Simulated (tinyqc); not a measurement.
From the diamond lattice to a polar crystal: two-band k.p model of the X valleys of a zinc-blende crystal.

k along the valley axis, counted from X, c = hbar^2/2m0, e = c k^2/ml. H = [[e - D/2, i P k], [-i P k, e + D/2]] with P^2 = D0 c/ml, so E = e -/+ sqrt(D^2/4 + D0 e). For D = 0 (diamond lattice) the bands cross at X.

With x = D/D0: for x < 1 the minima lie at k_m = sqrt(ml D0 (1 - x^2)/(4 c)), the hump at X has the height dE = (D0/4)(1 - x)^2 and the mass at the minimum is ml/(1 - x^2); the mass at X is ml/(1 - 1/x), negative for x < 1. For x > 1 the minimum is at X.

Constants: hbar^2/2m0 = 3.80998211 eV angstrom^2.

Inputs chosen for the exercise (out of a larger set: of the order of those of GaP; not measured data): D0 = 0.397 eV (coupling energy); ml = 0.921 m0 (mass along the axis from remote bands).

D is varied at fixed D0 and ml.

Results:
```
x,D (eV),k_m (1/angstrom),dE (meV),mass at the minimum
0.00,0.000,0.1549,99.25,0.921
0.30,0.119,0.1478,48.63,1.012
0.60,0.238,0.1239,15.88,1.439
0.80,0.318,0.0929,3.97,2.558
0.90,0.357,0.0675,0.99,4.847
1.10,0.437,0.0000,0.00,10.131
1.30,0.516,0.0000,0.00,3.991
2.00,0.794,0.0000,0.00,1.842
4.00,1.588,0.0000,0.00,1.228
```

What can be read from this table?

At D = 0 the minima lie 0.1549 1/angstrom from X under a cusp of D0/4 = 99 meV, the pattern of silicon. The hump shrinks as (1 - x)^2, faster than k_m, so at x = 0.9 it is only 0.99 meV although k_m is still 44 % of its first value. The mass diverges at x = 1 from both sides (4.85 at 0.9, 10.13 at 1.1), where the band is quartic.

Program tinyqc; command `OMP_NUM_THREADS=1 python tinyqc.py 1880193 1880194 out.jsonl`; about 0.01 s on one thread of a shared Intel(R) Xeon(R) Processor @ 2.30GHz.
